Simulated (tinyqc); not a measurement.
Extended Hueckel theory, for BeH2+, step by step. The parameters take no account of the charge, which enters only through the electron count. One step of it, computed by the program tinyqc.

Task: Wolfsberg-Helmholz matrix. H_ij = K' S_ij (H_ii + H_jj)/2 for i != j (the diagonal keeps H_ii), with K' = K + D^2 + D^4 (1 - K), D = (H_ii - H_jj)/(H_ii + H_jj), K = 2.

overlap S, lower triangle:
```
,1Be 2s,1Be 2px,1Be 2py,1Be 2pz,2H 1s,3H 1s
1Be 2s,1.000000
1Be 2px,0.000000,1.000000
1Be 2py,0.000000,0.000000,1.000000
1Be 2pz,0.000000,0.000000,0.000000,1.000000
2H 1s,0.486670,0.000000,0.559649,0.047697,1.000000
3H 1s,0.486670,0.000000,-0.559649,0.047697,0.045290,1.000000
```

diagonal H_ii (eV): 1Be 2s -10.000000, 1Be 2px -6.000000, 1Be 2py -6.000000, 1Be 2pz -6.000000, 2H 1s -13.600000, 3H 1s -13.600000

K = 2.000000

Give: H.

Result:

H (eV), lower triangle:
```
,1Be 2s,1Be 2px,1Be 2py,1Be 2pz,2H 1s,3H 1s
1Be 2s,-10.0000
1Be 2px,0.0000,-6.0000
1Be 2py,0.0000,0.0000,-6.0000
1Be 2pz,0.0000,0.0000,0.0000,-6.0000
2H 1s,-11.6159,0.0000,-11.6698,-0.9946,-13.6000
3H 1s,-11.6159,0.0000,11.6698,-0.9946,-1.2319,-13.6000
```
